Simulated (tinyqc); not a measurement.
Capacitance measurement on a leaky thin oxide: effects of series resistance and leakage: one step of the calculation.

The device is a capacitance C in parallel with a leakage conductance G, in series with Rs and Ls. An impedance meter reports either a parallel pair (Cp, Gp) from Y = 1/Z = Gp + i w Cp or a series pair (Cs, Rm) from Z = Rm + 1/(i w Cs); w = 2 pi f, dissipation D = Gp/(w |Cp|).

Question. True capacitance and conductance. EOT = 3.9 tox/eox; CET = EOT + zc + zp; C = 3.9 eps0 A/CET; G = Jg A/Vs.

Parameters, values chosen for the exercise; values of the order met in thin-oxide MOS capacitors: relative permittivity of the gate insulator (close to silicon dioxide) eox = 3.9; insulator thickness tox = 1.1 nm; gate area A = 100 um^2; oxide-equivalent thickness added by the accumulation layer zc = 0.28 nm; oxide-equivalent thickness added by gate depletion zp = 0.1 nm; gate leakage current density, not matched to the thickness Jg = 2.8 A/cm^2; voltage for an e-fold rise of the leakage Vs = 0.21 V.

Constants: eps0 = 8.8541878128e-14 F/cm where lengths are in cm. Results are converted to the units shown.

Wanted: EOT; CET; C; G.

Answer.

EOT = 1.1000 nm
CET = 1.4800 nm
C = 2.3332 pF
G = 13.333 uS

tinyqc, about 0.01 s, one thread, Intel Xeon 2.30GHz (shared host): `OMP_NUM_THREADS=1 python tinyqc.py 2022133 2022134 out.jsonl`
